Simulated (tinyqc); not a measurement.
Dopant mobility from one pulse.

Question. With linear drift and no window, R = Ron x + Roff (1 - x), dx/dt = k i, k = mv Ron/D^2, and so R^2 = R0^2 - 2 k (Roff - Ron) phi after the flux phi. Find x0, k, mv and the charge passed.

Parameters, values chosen for the exercise: resistance of the fully doped film Ron = 100 ohm; resistance of the undoped film Roff = 16000 ohm; film thickness D = 15 nm.

R before and after a pulse of flux 0.099 V s (ohm): 9322  5434.3798

Answer. R^2 is linear in the flux and R is linear in the charge.

x0 = 0.420
k = 1.82e4 1/C
mv = 4.10e-14 m^2/(V s)
charge = 13.4 uC

Program tinyqc, `OMP_NUM_THREADS=1 python tinyqc.py 2880134 2880135 out.jsonl`; Intel Xeon 2.30GHz, shared host, one thread, about 0.2 s.
